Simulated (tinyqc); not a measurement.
Liquidus of a compound AB in a simple-solution melt, liquid-phase epitaxy and vapour pressures: one step, computed by the program tinyqc. Command: `OMP_NUM_THREADS=1 python tinyqc.py 3027196 3027197 out.jsonl liq35 walk`. One thread of a shared host (Intel(R) Xeon(R) Processor @ 2.30GHz), about 0.05 s of CPU time with the checks.

x is the atom fraction of B in the melt. The melt is a simple solution: R T ln gamma_B = W (1 - x)^2, R T ln gamma_A = W x^2, W = a + b T. The solid AB is stoichiometric.

Problem. Layer thickness. Semi-infinite melt (Hsieh): step d = 2 dT sqrt(D t/pi)/(C_S m); ramp d = (4/3) c sqrt(D/pi) t^(3/2)/(C_S m); supercooling is their sum. A melt of depth w can give at most w (undercooling)/(C_S m).

Inputs (values chosen for the exercise, modelled on GaSb for the melt):
```
quantity                     value    unit
saturation temperature T       753       K
step dT                        3.4       K
cooling rate c                 1.3   K/min
growth time t                  4.3     min
diffusivity in the melt D  5.4e-05  cm^2/s
melt depth w                   4.9      mm
```

Growth programme: supercooling (step, then ramp).

C_S = 1.765733e+22 1/cm^3

slope m = 5.948304e-20 K cm^3

Give: thickness d; largest thickness from this melt; sqrt(D t)/w.

Solution.

thickness d = 9.037 micrometre

largest thickness from this melt = 41.94 micrometre

sqrt(D t)/w = 0.2409

The layer uses 22 % of what the melt could give.
